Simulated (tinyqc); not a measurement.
RKS/B3LYP (VWN-RPA form) in the sto-6g basis, for BeH+, spin multiplicity 1, step by step (part 2 of 2). Computed by tinyqc, a small Python program that keeps every step (integrals from PySCF). Command: `OMP_NUM_THREADS=1 python tinyqc.py 30987 30988 out.jsonl` (the two numbers bound the seeds that draw the settings). One thread of a shared host (Intel(R) Xeon(R) Processor @ 2.60GHz), about 0.7 s of CPU time with the checks.

Geometry (angstrom):
```
atom        x        y        z
Be    0.00000  0.00000  0.00000
H     0.00000  0.00000  1.34800
```

## Convergence

Stop when the energy changes by less than 1e-08 hartree and every element of the error matrix X^T (F D S - S D F) X is below 3e-05.

Course of the cycle:
```
iteration  E (hartree)     change  largest element of the error matrix
1          -13.1745678          -                             3.07e-01
2          -13.7165684  -5.42e-01                             2.05e-01
3          -14.0868625  -3.70e-01                             1.38e-01
4          -14.3417564  -2.55e-01                             9.36e-02
5          -14.5181481  -1.76e-01                             6.37e-02
6          -14.6406695  -1.23e-01                             4.36e-02
7          -14.7259923  -8.53e-02                             2.99e-02
8          -14.7855152  -5.95e-02                             2.14e-02
9          -14.8270889  -4.16e-02                             1.77e-02
10         -14.8561489  -2.91e-02                             1.44e-02
11         -14.8764722  -2.03e-02                             1.15e-02
12         -14.8906904  -1.42e-02                             9.03e-03
13         -14.9006394  -9.95e-03                             7.04e-03
14         -14.9076021  -6.96e-03                             5.44e-03
...                ...        ...                                  ...
39         -14.9238424  -9.33e-07                             2.89e-06
40         -14.9238430  -6.53e-07                             2.10e-06
41         -14.9238435  -4.57e-07                             1.53e-06
42         -14.9238438  -3.20e-07                             1.12e-06
43         -14.9238440  -2.24e-07                             8.12e-07
44         -14.9238442  -1.57e-07                             5.91e-07
45         -14.9238443  -1.10e-07                             4.30e-07
46         -14.9238444  -7.69e-08                             3.13e-07
47         -14.9238444  -5.38e-08                             2.28e-07
48         -14.9238445  -3.77e-08                             1.66e-07
49         -14.9238445  -2.64e-08                             1.20e-07
50         -14.9238445  -1.85e-08                             8.77e-08
51         -14.9238445  -1.29e-08                             6.38e-08
52         -14.9238445  -9.04e-09                             4.64e-08
```

PySCF RKS in the same basis, fine grid = -14.9212141 hartree

Converged in 52 iterations. The coarse grid moves the energy by -2.63e-03 hartree.

## Populations, bond orders and dipole

D after iteration 52, order 1Be 1s, 1Be 2s, 1Be 2px, 1Be 2py, 1Be 2pz, 2H 1s:
```
[[2.04795, -0.16266, 0.00000, 0.00000, -0.10164, -0.20467],
 [-0.16266, 0.62062, 0.00000, 0.00000, 0.28907, 0.56483],
 [0.00000, 0.00000, 0.00000, 0.00000, 0.00000, 0.00000],
 [0.00000, 0.00000, 0.00000, 0.00000, 0.00000, 0.00000],
 [-0.10164, 0.28907, 0.00000, 0.00000, 0.13497, 0.26381],
 [-0.20467, 0.56483, 0.00000, 0.00000, 0.26381, 0.51566]]
```

overlap S, order 1Be 1s, 1Be 2s, 1Be 2px, 1Be 2py, 1Be 2pz, 2H 1s:
```
[[1.00000, 0.25476, 0.00000, 0.00000, 0.00000, 0.07082],
 [0.25476, 1.00000, 0.00000, 0.00000, 0.00000, 0.45747],
 [0.00000, 0.00000, 1.00000, 0.00000, 0.00000, 0.00000],
 [0.00000, 0.00000, 0.00000, 1.00000, 0.00000, 0.00000],
 [0.00000, 0.00000, 0.00000, 0.00000, 1.00000, 0.52286],
 [0.07082, 0.45747, 0.00000, 0.00000, 0.52286, 1.00000]]
```

Mulliken: Z minus the diagonal of D S on the atom; Loewdin: the same with S^(1/2) D S^(1/2); Mayer order: 2 sum_s sum (D(s) S)_ij (D(s) S)_ji over the two atoms.

Charges (e):
```
atom  Mulliken  Loewdin
1Be    0.89749  0.91796
2H     0.10251  0.08204
```

Mayer bond orders:
```
pair    order
2-1   0.98949
```

dipole moment about the origin, x y z (debye): [0.00000, 0.00000, -2.45782]
